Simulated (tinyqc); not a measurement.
# Inputs raised by 2 %, one at a time

Model: electroplating on a thin resistive seed layer: kinetics, Wagner number and the terminal effect across a wafer. Computed by tinyqc, a small Python program. Command: `OMP_NUM_THREADS=1 python tinyqc.py 3120985 3120986 out.jsonl terminal sens`. One thread of a shared host (Intel(R) Xeon(R) Processor @ 2.30GHz), about 0.1 s of CPU time with the checks.

Current enters the seed at the rim. The bath is treated as a local resistance per area (no lateral flow in the liquid), two electrons per ion, molar volume 7.11 cm^3/mol, Faraday constant F = e N_A, kinematic viscosity 0.01 cm^2/s, omega = 2 pi x rpm/60; k_B T/e is in volts.

Inputs (values chosen for the exercise, of the order of those for copper plating from an acid sulfate bath): wafer radius R = 15 cm; seed thickness t = 16 nm; seed resistivity = 20 microohm cm; bath conductivity kappa = 0.04 S/cm; gap to the anode h = 3.5 cm; extra resistance of a porous plate = 0 ohm cm^2; exchange current density i_0 = 0.23 mA/cm^2; cathodic transfer coefficient alpha = 0.46; mean current density = 18 mA/cm^2; diffusivity of the metal ion = 7e-06 cm^2/s; metal ion concentration = 0.61 mol/L; rotation rate = 60 rpm; temperature T = 298 K.

Constants: e = 1.602176634e-19 C; N_A = 6.02214076e+23 1/mol; k_B = 8.617333262e-05 eV/K.

Method:
- Growth rate = i V_m/(2 F). Levich limit i_L = 0.62 x 2 F D^(2/3) omega^(1/2) nu^(-1/6) c. Tafel overpotential eta = (k_B T/(alpha e)) ln(i/i_0); kinetic resistance k_B T/(alpha e i); bath resistance h/kappa + plate; R_s = resistivity/t; Wagner number = kinetic resistance x kappa/R.
- Linearised: with R_t = kinetic + bath resistance the current density obeys (1/r)(r i')' = i R_s/R_t, so i = A I_0(r/l), l = sqrt(R_t/R_s); with x = R/l, edge/centre = I_0(x) and edge/mean = x I_0(x)/(2 I_1(x)).
- Voltage drop in the seed for a uniform current: i R_s R^2/4.
- Full model: seed potential phi(r) with (1/r)(r phi')' = R_s i, where i solves phi = R_b i + (k_B T/(alpha e)) ln(i/i_0) (phi being the driving voltage left at r); phi'(0) = 0 and phi'(R) = R_s i_mean R/2. Solved by collocation to a tolerance of 1e-7.

Runs; columns: (1) input moved; (2) from; (3) to; (4) edge over centre, full model; (5) edge over centre, linear; (6) drop for uniform current (mV); (7) Wagner number:
```
(1)                                   (2)     (3)     (4)     (5)    (6)        (7)
base run                                -       -  37.671  45.550  12656  0.0082704
wafer radius R (cm)                    15    15.3  40.985  50.390  13168  0.0081083
seed thickness t (nm)                  16   16.32  36.128  43.344  12408  0.0082704
seed resistivity (microohm cm)         20    20.4  39.289  47.896  12909  0.0082704
bath conductivity kappa (S/cm)       0.04  0.0408  39.119  47.812  12656  0.0084358
gap to the anode h (cm)               3.5    3.57  36.276  43.416  12656  0.0082704
cathodic transfer coefficient alpha  0.46  0.4692  37.829  45.628  12656  0.0081083
mean current density (mA/cm^2)         18   18.36  37.829  45.628  12909  0.0081083
```

Exponents ln(y'/y) / ln(x'/x):
```
input                                edge over centre, full model  edge over centre, linear  drop for uniform current  Wagner number
wafer radius R                                              4.258                     5.099                         2             -1
seed thickness t                                           -2.112                    -2.508                        -1              0
seed resistivity                                            2.124                     2.535                         1              0
bath conductivity kappa                                     1.904                     2.447                         0              1
gap to the anode h                                         -1.906                    -2.423                         0              0
cathodic transfer coefficient alpha                         0.211                     0.086                         0             -1
mean current density                                        0.211                     0.086                         1             -1
```

Among the inputs moved here: edge over centre, full model answers most in size to wafer radius R (exponent +4.258), next to seed resistivity (+2.124). Edge over centre, linear answers most in size to wafer radius R (exponent +5.099), next to seed resistivity (+2.535). Drop for uniform current answers most in size to wafer radius R (exponent +2.000), next to seed thickness t (-1.000); its exponent is below 0.0005 for bath conductivity kappa, gap to the anode h, cathodic transfer coefficient alpha. Wagner number answers most in size to wafer radius R (exponent -1.000), and about equally to bath conductivity kappa (+1.000), mean current density (-1.000), cathodic transfer coefficient alpha (-1.000); its exponent is below 0.0005 for seed thickness t, seed resistivity, gap to the anode h.
